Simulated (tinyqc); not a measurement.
# Pinning factor and decay constant from two barriers

Problem. phiB = S (phiM - chi) + (1 - S)(Eg - E0) with S = 1/(1 + (1/S0 - 1) exp(-be ti)). Find S0, S at the given thickness and be.

Parameters, values chosen for the exercise; semiconductor values close to those of In0.53Ga0.47As; interlayer mass of the order of that in zinc oxide, offset chosen freely:

| symbol | value | unit | meaning |
|---|---|---|---|
| Eg | 0.733 | eV | band gap |
| chi | 4.45 | eV | electron affinity |
| E0 | 0.51 | eV | charge-neutrality level above the valence band |
| phiM | 4.4 | eV | metal work function |

phiB at ti = 0, 0.3 nm (eV): [0.18478000, 0.093679409]

Solution. Each barrier gives its S by linear interpolation between the pinned and the unpinned value; the ratio of the two values of 1/S - 1 is exp(be ti).

S0 = 0.140
S = 0.474
be = 5.70 1/nm

tinyqc, about 0.02 s, one thread, Intel Xeon 2.30GHz (shared host): `OMP_NUM_THREADS=1 python tinyqc.py 2270001 2270002 out.jsonl`
